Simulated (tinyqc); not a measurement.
# Off-state leakage of single and stacked transistors: leakage components against the temperature

n-channel devices of unit width. Subthreshold current I(Vg, Vs, Vd) = I0 (T/300 K)^0.5 exp[(Vg - Vs - VT(T) - gb (Vs - Vb) + dd (Vd - Vs))/(nf Vt)] (1 - exp(-(Vd - Vs)/Vt)), VT(T) = VT - cT (T - 300 K). Gate-edge tunnelling Ig (Vd/1 V) exp(ag (Vd - 1 V)), for a gate at 0 V, and band-to-band leakage Ab u exp(-Bb/u), u = Vd - Vb + 1 V, flow at a drain held at V; both are taken as independent of T. In a stack of off transistors (all gates at 0 V) the same subthreshold current passes through each.

One transistor with Vg = Vs = 0, Vd = V; stack factor I(one)/I(two in series).

Parameters, values chosen for the exercise; values of the order met in bulk silicon logic transistors:
```
symbol,value,unit,meaning
V,0.9,V,supply voltage
VT,0.37,V,"threshold at 300 K, zero drain and body bias"
cT,1,mV/K,fall of the threshold with temperature
I0,0.67,uA/um,current at threshold at 300 K
nf,1.33,,slope factor
dd,0.05,,drain-induced lowering per volt
gb,0.09,,rise of the threshold per volt of source-body bias
Ig,8e-6,uA/um,gate-edge tunnelling current at 1 V
ag,3,1/V,exponential slope of the gate current
Ab,60,uA/(um V),prefactor of band-to-band leakage at the drain
Bb,21,V,its exponential voltage
Vb,0,V,body voltage
```

Constants: q = 1.602176634e-19 C, kB = 1.380649e-23 J/K, Vt = kB T/q. Results are converted to the units shown.

The same in every row: gate edge (nA/um) = 0.005334; band-to-band (nA/um) = 1.806.

Leakage components against the temperature:
```
T (K)	subthreshold (nA/um)	total (nA/um)	stack factor	largest part
250	0.001266	1.813	5.232	band-to-band
275	0.009648	1.821	4.670	band-to-band
300	0.05260	1.864	4.259	band-to-band
325	0.2216	2.033	3.947	band-to-band
350	0.7625	2.574	3.703	band-to-band
375	2.230	4.042	3.508	subthreshold
400	5.716	7.527	3.348	subthreshold
425	13.14	14.95	3.216	subthreshold
```

What does the table show?

As T goes from 250 to 425, the total leakage rises from 1.81 to 14.9 nA/um. The band-to-band part leads at T = 250, the subthreshold part from 375 on. The subthreshold part doubles every 20.8 K between the last two rows. The reduction by a stack of two falls from 5.23 to 3.22, for the subthreshold part alone.

Numbers from tinyqc (`OMP_NUM_THREADS=1 python tinyqc.py 2242160 2242161 out.jsonl`; about 0.05 s on one thread of a shared Intel Xeon 2.30GHz).
